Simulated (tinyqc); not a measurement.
## Gap and mass from two generation rates

Inverse problem. In the two-band model the band-to-band tunnelling rate in a uniform field is G = A F^2 exp(-B/F), with B = pi sqrt(m/C) Eg^1.5/4 (V/nm), A = 1e21 (2 q/h) m Eg/(16 pi C B) for G in cm^-3 s^-1 and F in V/nm, C = hbar^2/(2 m0). Find B, A, Eg and m.

Constants: q = 1.602176634e-19 C, hbar = 1.054571817e-34 J s, h = 6.62607015e-34 J s, m0 = 9.1093837015e-31 kg, hbar^2/(2 m0) = 0.0380998212 eV nm^2. Results are converted to the units shown.

G at F = 0.015 and 0.027 V/nm (cm^-3 s^-1): [7.8929891e26, 1.0972543e29]

Solution. The slope of ln(G/F^2) against 1/F is -B and the intercept gives A. The product A B fixes m Eg, and B = (pi/4) Eg sqrt(m Eg/C) then gives Eg.

B = 0.127 V/nm
A = 1.65e34 cm^-3 s^-1 (V/nm)^-2
Eg = 0.346 eV
m = 0.0240 m0

tinyqc, about 0.02 s, one thread, Intel Xeon 2.30GHz (shared host): `OMP_NUM_THREADS=1 python tinyqc.py 2620054 2620055 out.jsonl`
